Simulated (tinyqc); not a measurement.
Metal-induced gap states at the contact of a metal chain and a two-band chain: sweeps and comparisons. A value that a table varies takes the place of the one given here.

The semiconductor alternates sites A at -Eg/2 and C at +Eg/2 with hopping -t; the gap runs from -Eg/2 to Eg/2. In the gap cosh(q a) = 1 + (Eg^2/4 - E^2)/(2 t^2) and the amplitude changes by -exp(-q a) a period. The metal has site energy 0 and hopping -tm; its end site has g_m = (E - i sqrt(4 tm^2 - E^2))/(2 tm^2). Sites 1, 2, ... count into the semiconductor, with energies e1, e2 alternating. The clean half chain has g1 = 1/(E - e1 - t^2 g2), g2 = 1/(E - e2 - t^2 g1), decaying root. With the contact G11 = 1/(1/g1 - tc^2 g_m), and the density on site j is -Im G_jj/pi = |psi_j/psi_1|^2 (-Im G11/pi), per spin, with psi_2/psi_1 = -t g2, psi_3/psi_2 = -t g1.

Constants: e^2/(4 pi eps0) = 14.39964547 eV angstrom.

Parameters, chosen for this exercise (gap and optical dielectric constant near those of GaAs; the chain itself is a model; shifted at random, so the results belong to these values and not to a real crystal): Eg = 1.47 eV (gap); t = 1.88 eV (hopping in the semiconductor); tm = 3.28 eV (hopping in the metal); tc = 0.99 eV (hopping across the contact); end = C (site that touches the metal); a = 4 angstrom (period (two sites); one chain for each area a^2); eps = 11.2 (dielectric constant); E = -0.58 eV (energy from mid-gap).

## Across the gap

E = f Eg. Share on C: the part of the summed density that lies on C sites, whose orbitals make the conduction edge.

Gap states:

| f | E (eV) | xi = 1/(2q) (angstrom) | D1 (1/eV) | D2 (1/eV) | sum (1/eV) | share on C |
|---|---|---|---|---|---|---|
| -0.48 | -0.706 | 18.28 | 0.0005 | 0.0216 | 0.1123 | 0.022 |
| -0.40 | -0.588 | 8.55 | 0.0024 | 0.0169 | 0.0515 | 0.123 |
| -0.30 | -0.441 | 6.42 | 0.0049 | 0.0145 | 0.0418 | 0.254 |
| -0.15 | -0.221 | 5.39 | 0.0100 | 0.0128 | 0.0434 | 0.438 |
| 0.00 | 0.000 | 5.15 | 0.0179 | 0.0122 | 0.0557 | 0.596 |
| 0.15 | 0.221 | 5.39 | 0.0330 | 0.0123 | 0.0865 | 0.729 |
| 0.30 | 0.441 | 6.42 | 0.0708 | 0.0130 | 0.1807 | 0.845 |
| 0.40 | 0.588 | 8.55 | 0.1520 | 0.0134 | 0.4424 | 0.919 |
| 0.48 | 0.706 | 18.28 | 0.5030 | 0.0092 | 2.6062 | 0.982 |

The decay length xi of the density is shortest at mid-gap, 5.15 angstrom, and grows to 18.3 near the edges. The summed density is least at f = -0.3 (0.0418) and largest at f = 0.48 (2.6062 1/eV). The share on C goes from 0.02 to 0.98 and passes one half near f = -0.091, a point that depends on which site ends the chain. The states turn from valence-like to conduction-like across the gap; the branch point, where the decay is fastest, lies at mid-gap in this symmetric chain and is the usual estimate of the neutrality level.

## Wider gaps pin less

E = 0; Eg is varied and eps follows 1 + (eps0 - 1)(Eg0/Eg), with the given Eg and eps as Eg0 and eps0. xi = 1/(2q), N = 2 (summed density)/a^2, S = 1/(1 + 4 pi e^2 N xi/eps).

Against the gap:

| Eg (eV) | eps | xi (angstrom) | summed density (1/eV) | S | S at fixed eps |
|---|---|---|---|---|---|
| 0.50 | 30.99 | 15.05 | 0.1853 | 0.329 | 0.151 |
| 0.75 | 20.99 | 10.04 | 0.1197 | 0.436 | 0.292 |
| 1.10 | 14.63 | 6.86 | 0.0780 | 0.547 | 0.480 |
| 1.50 | 11.00 | 5.05 | 0.0544 | 0.639 | 0.643 |
| 2.30 | 7.52 | 3.32 | 0.0321 | 0.757 | 0.823 |
| 3.40 | 5.41 | 2.28 | 0.0190 | 0.846 | 0.919 |
| 5.50 | 3.73 | 1.47 | 0.0093 | 0.923 | 0.973 |
| 9.00 | 2.67 | 0.99 | 0.0041 | 0.967 | 0.992 |

From Eg = 0.5 to 9 eV xi falls by a factor 15.3 and the summed density by 45.6, so at fixed eps S rises from 0.15 to 0.99. The weaker screening of wide-gap solids works against this: with it S goes from 0.33 to 0.97.

## Weakening the contact bond

At the given E, tc is varied, as by a thin spacer. xi = 1/(2q), N = 2 (summed density)/a^2, S = 1/(1 + 4 pi e^2 N xi/eps) with xi and eps kept.

Against tc:

| tc (eV) | D1 (1/eV) | summed density (1/eV) | S |
|---|---|---|---|
| 0.10 | 0.00003 | 0.00051 | 0.9914 |
| 0.25 | 0.00016 | 0.00320 | 0.9488 |
| 0.50 | 0.00064 | 0.01282 | 0.8223 |
| 0.80 | 0.00163 | 0.03289 | 0.6433 |
| 1.20 | 0.00368 | 0.07423 | 0.4442 |
| 1.80 | 0.00824 | 0.16620 | 0.2630 |
| 2.50 | 0.01524 | 0.30723 | 0.1618 |
| 3.50 | 0.02468 | 0.49773 | 0.1065 |

For a weak bond the density goes as tc^2 (ratio 6.25 between 0.25 and 0.1 eV, against 6.25). It is largest at tc = 3.5 eV among these rows, the end of the table; the peak may lie just before or beyond it. S is 0.991 at 0.1 eV and has its least value, 0.106, in that row.

## What each parameter does

xi = 1/(2q), summed density, and S = 1/(1 + 4 pi e^2 N xi/eps), N = 2 (summed density)/a^2. Each row changes one parameter from the base and keeps the others.

Results:

| case | xi (angstrom) | summed density (1/eV) | S |
|---|---|---|---|
| base | 8.348 | 0.05045 | 0.5404 |
| Eg = 1.617 eV | 6.700 | 0.04038 | 0.6467 |
| t = 2.068 eV | 9.179 | 0.04678 | 0.5355 |
| tm = 3.608 eV | 8.348 | 0.04585 | 0.5640 |
| tc = 1.089 eV | 8.348 | 0.06109 | 0.4926 |
| eps = 12.32 | 8.348 | 0.05045 | 0.5639 |
| end = A | 8.348 | 0.41387 | 0.1253 |

The largest shifts from the base row, up to three for each result and ties (the steps differ in size, so this ranks the rows, not the parameters). xi (angstrom): Eg -1.648, t +0.831; unchanged at the printed digits by tm, tc, eps and end. summed density (1/eV): end +0.36342, tc +0.01064, Eg -0.01008; unchanged at the printed digits by eps. S: end -0.4150, Eg +0.1063, tc -0.0477. The decay length belongs to the semiconductor alone; the metal and the contact set only the amplitude.

tinyqc: `OMP_NUM_THREADS=1 python tinyqc.py 1450622 1450623 out.jsonl`; about 0.01 s, one thread, shared Intel(R) Xeon(R) Processor @ 2.30GHz.
